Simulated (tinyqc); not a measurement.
# Worked calculation: floating body of a partially depleted SOI transistor: body voltage and kink

Program tinyqc, `OMP_NUM_THREADS=1 python tinyqc.py 2182191 2182192 out.jsonl`; Intel Xeon 2.30GHz, shared host, one thread, about 0.2 s. Printed values are rounded.

Source at 0 V. Channel current Ic = 2 nf K Vt^2 [F(0) - F(Vd)](1 + la Vd), F(V) = ln^2(1 + exp((Vg - VT - nf V)/(2 nf Vt))), VT = VT0 - gb Vb. Saturation voltage Vs = 2 Vt sqrt(F(0)) + 3 Vt, excess Ve = (Vd - Vs + sqrt((Vd - Vs)^2 + 0.0004 V^2))/2, multiplication M1 = Ai Ve exp(-Bl/Ve). Each junction passes D(v) = J1 (exp(v/Vt) - 1) + J2 (exp(v/(2 Vt)) - 1). Bipolar current Ib = bb J1 (exp(Vb/Vt) - 1). The body settles where M1 (Ic + Ib) = D(Vb) + D(Vb - Vd) + Vb/Rb; drain current Id = (1 + M1)(Ic + Ib) - D(Vb - Vd).

Values chosen for this exercise; values of the order met in partially depleted silicon-on-insulator transistors: temperature T = 358 K; threshold at zero body voltage VT0 = 0.54 V; fall of the threshold per volt of body voltage gb = 0.12; slope factor nf = 1.43; gain factor per width K = 240 uA/(V^2 um); channel-length modulation factor la = 0.07 1/V; impact-ionisation prefactor Ai = 2.07 1/V; impact-ionisation voltage Bl = 9 V; diffusion saturation current of each junction J1 = 2.9e-10 uA/um; recombination saturation current of each junction J2 = 2.3e-7 uA/um; gain of the lateral bipolar transistor on the diffusion current bb = 0; resistance of a weak body tie to the source (1e9 stands for no tie, and the term is then dropped) Rb = 1e9 kohm um; gate voltage Vg = 0.97 V; drain voltage Vd = 1.5 V.

Constants: q = 1.602176634e-19 C, kB = 1.380649e-23 J/K, Vt = kB T/q. Results are converted to the units shown.

Range of the model: The multiplication law is an empirical form chosen for the exercise; self-heating and capacitive coupling to the body are left out, and the linear laws are rough once Vb passes about 0.7 V or M1 about 0.1.

## Starting value

Vb = 0.45 V.

Vb at the start = 0.45 V

## Iteration 1: new Vb

Current into the body I_in = M1 (Ic + Ib) - D(Vb - Vd), current out I_out = D(Vb) + Vb/Rb; f = ln(I_in/I_out), s = df/dVb by central differences over 1e-5 V, Vb(new) = Vb - f/s.

Ic = 21.75470 uA/um
Ve = 1.068827 V
M1 = 4.874420e-4
I_in = 0.01060438 uA/um
I_out = 9.650476e-4 uA/um
f = 2.396845
s = -26.98560 1/V
Vb after iteration 1 = 0.5388194 V

## Iteration 2: new Vb

As before.

Ic = 22.71884 uA/um
Ve = 1.061403 V
M1 = 4.563712e-4
I_in = 0.01036846 uA/um
I_out = 0.01258695 uA/um
f = -0.1938927
s = -30.84177 1/V
Vb after iteration 2 = 0.5325327 V

## Iteration 3: new Vb

As before.

Ic = 22.64990 uA/um
Ve = 1.061928 V
M1 = 4.585174e-4
I_in = 0.01038560 uA/um
I_out = 0.01039121 uA/um
f = -5.397783e-4
s = -30.66782 1/V
Vb after iteration 3 = 0.5325151 V

## Course of the iteration

Stop when the step is below 1e-10 V, or after 40 iterations.

Course of the iteration:
```
iteration  Vb before the step (V)   step (V)
1                            0.45     0.0888
2                       0.5388194   -6.29e-3
3                       0.5325327   -1.76e-5
4                       0.5325151  -1.45e-10
5                       0.5325151    < 1e-14
```

Converged in 5 iterations.

## Drain current with floating and with grounded body

converged Vb = 0.5325151 V

Id and VT at the converged Vb, Id at Vb = 0, their ratio, and the bipolar share Ib/(Ic + Ib).

VT = 0.4760982 V
Id, floating = 22.66009 uA/um
Id, grounded = 17.21046 uA/um
ratio = 1.316647
bipolar share = 0.000000 %

The body rises to 0.533 V and lowers the threshold by 63.9 mV.
